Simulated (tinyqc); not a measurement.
Three-phonon processes in a diatomic chain: dispersion, energy and momentum conservation, and decay channels of optical phonons: one step, computed by the program tinyqc. Command: `OMP_NUM_THREADS=1 python tinyqc.py 3120325 3120326 out.jsonl threeph walk`. One thread of a shared host (Intel(R) Xeon(R) Processor @ 2.30GHz), about 0.05 s of CPU time with the checks.

Cell length a, two atoms, one spring constant. x = q a/pi runs from -1 to 1; A and O are the acoustic and optical branches. Matrix elements are not computed: only conservation laws and occupation factors are followed.

Task: Decay of the zone-centre phonon. omega^2 = k (1/m + 1/M) -/+ k sqrt((1/m + 1/M)^2 - 4 sin^2(pi x/2)/(m M)); nu = 15.6333042 THz x sqrt(omega^2) for eV/(angstrom^2 u). O(0) -> A(x) + A(-x) needs nu_A(x) = nu_O(0)/2, which gives sin^2(pi x/2) = (3/16)(m + M)^2/(m M). Full width at half maximum Gamma = Gamma_0 (1 + 2 n), n = 1/(exp(h nu_A/(k_B T)) - 1); lifetime = 1/(2 pi c Gamma).

Inputs (values chosen for the exercise, for a model chain):
```
quantity,value,unit
light mass m,69.7,u
heavy mass M,123,u
temperature T,200,K
zero-temperature width Gamma_0,0.86,1/cm
```

optical top = 8.450733 THz

Constants: h x 1 THz = 4.135667696 meV; k_B = 8.617333262e-05 eV/K; c = 299792458 m/s.

Give: x of the products; their frequency; occupation n; width Gamma; lifetime.

Result:

x of the products = 0.7146

their frequency = 4.225 THz

occupation n = 0.5693

width Gamma = 1.839 1/cm

lifetime = 2.886 ps
